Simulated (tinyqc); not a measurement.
What each parameter does: quasiparticle equation with a plasmon-pole self-energy for two band edges.

For each edge E = e + X + Sc(E), with the correlation part Sc(E) = A[0]/(E - a + w) + A[1]/(E - b - w); a and b are the valence and conduction energies that enter the Green function (a = ev, b = ec in the one-shot scheme). Z = 1/(1 - dSc/dE), dSc/dE = -A[0]/(E - a + w)^2 - A[1]/(E - b - w)^2.

Values chosen for the exercise (scales of the order of those of SiC; shifted at random, so the results belong to these values and not to a real crystal):
- ev = 0 eV (mean-field valence top)
- ec = 2.14 eV (mean-field conduction edge)
- w = 19.2 eV (pole energy)
- Av = (41, 18.2) eV^2 (weights of the valence state on the hole and electron poles)
- Ac = (20.2, 42.3) eV^2 (the same for the conduction state)
- Xv = -1.7 eV (exchange minus the mean-field potential, valence)
- Xc = 1.97 eV (the same, conduction)

Exact one-shot edges and Z of the valence state there. Each row changes one parameter from the base and keeps the others.

Results:
```
case,Ev (eV),Ec (eV),gap (eV),Z
base,-0.3622,2.7542,3.1163,0.8664
w = 20.16 eV,-0.4236,2.8179,3.2414,0.8768
Xv = -1.8 eV,-0.4488,2.7542,3.2029,0.8658
Xc = 2.07 eV,-0.3622,2.8400,3.2022,0.8664
ec = 2.24 eV,-0.3588,2.8506,3.2094,0.8667
"Av = (43.05, 18.2) eV^2",-0.2683,2.7542,3.0225,0.8627
"Ac = (20.2, 44.42) eV^2",-0.3622,2.6567,3.0188,0.8664
```

The largest shifts from the base row, up to three for each result and ties (the steps differ in size, so this ranks the rows, not the parameters). Ev (eV): Av +0.0939, Xv -0.0866, w -0.0614; unchanged at the printed digits by Xc and Ac. Ec (eV): Ac -0.0975, ec +0.0964, Xc +0.0859; unchanged at the printed digits by Xv and Av. gap (eV): w +0.1251, Ac -0.0975, Av -0.0939. Z: w +0.0104, Av -0.0037, Xv -0.0006; unchanged at the printed digits by Xc and Ac.

Computed by tinyqc, a small Python program: `OMP_NUM_THREADS=1 python tinyqc.py 1850908 1850909 out.jsonl` (the numbers bound the seed that draws the inputs); one thread of a shared host (Intel(R) Xeon(R) Processor @ 2.30GHz), about 0.01 s for the whole set of steps.
